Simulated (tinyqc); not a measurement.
Cabrera-Mott growth of a thin oxide under its own electric field: one step, computed by the program tinyqc.

Electrons cross the film freely and set a fixed potential V across it; the field V/x lowers the barrier for ions entering the oxide.

Task: Thickness after time t. u = u0 exp(-W/(k_B T)), X1 = z b V/(k_B T) with V in volts and k_B T in eV; dx/dt = u exp(X1/x). t(x) = int_(x0)^x dx / (dx/dt) by Gauss-Legendre quadrature (80 points on each side of (x0 + 2 x)/3), solved for x.

Inputs (values chosen for the exercise, for a model metal):
```
quantity,value,unit
Mott potential V,0.69,V
temperature T,450,K
starting thickness x0,2.5,angstrom
time t,220,s
```

Backward hops: ignored.

u = 0.07916350 angstrom/s

X1 = 53.38078 angstrom

Give: thickness x; rate at time t; field at time t.

Result:

thickness x = 75.245 angstrom

rate at time t = 0.16093 angstrom/s

field at time t = 0.91700 MV/cm

X1/x = 0.709: the field is now weak. Caution: the starting field or rate is formal: the first layers form as fast as oxygen arrives. Caution: X1/x is small, so backward hops, left out here, would cut the rate.
